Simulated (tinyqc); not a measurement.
MOSFET with velocity saturation and source resistance: one step of the calculation.

Strong inversion, charge Q = Cox (Vg - m V) at channel potential V with Vg the gate overdrive, and drift velocity v = mu E/(1 + mu E/vsat). Integrating along the channel gives I = mu Cox (1/L)(Vg Vd - m Vd^2/2)/(1 + Vd/Vc) per width, Vc = vsat L/mu, which peaks at Vdsat. Units: I in uA/um, Rs in ohm um, so the drop over Rs is 1e-6 I Rs volts.

Question. Saturation without source resistance. Vg = Vgs - VT (0 if negative), mu = mu0/(1 + th Vg), Vc = vsat L/mu, x = sqrt(1 + 2 Vg/(m Vc)), Vdsat = 2 Vg/(m (1 + x)), Isat = Cox vsat Vg (x - 1)/(x + 1) per width. Long-channel limit: mu Cox Vg^2/(2 m L); short-channel limit: Cox vsat Vg.

Values chosen for this exercise:
- Cox = 0.62 uF/cm^2 (gate capacitance)
- mu0 = 480 cm^2/(V s) (mobility at low gate voltage)
- th = 0.6 1/V (mobility degradation)
- vsat = 8.9e6 cm/s (saturation velocity)
- m = 1.17 (body factor)
- VT = 0.31 V (threshold)
- L = 0.1 um (channel length)
- Vgs = 1.5 V (gate voltage)

Give: Vg; mu; Vc; Vdsat; Isat; long-channel limit; short-channel limit.

Answer.

Vg = 1.1900 V
mu = 280.05 cm^2/(V s)
Vc = 0.31780 V
Vdsat = 0.54676 V
Isat = 303.65 uA/um
long-channel limit = 1050.8 uA/um
short-channel limit = 656.64 uA/um

tinyqc, about 0.01 s, one thread, Intel Xeon 2.30GHz (shared host): `OMP_NUM_THREADS=1 python tinyqc.py 2500144 2500145 out.jsonl`
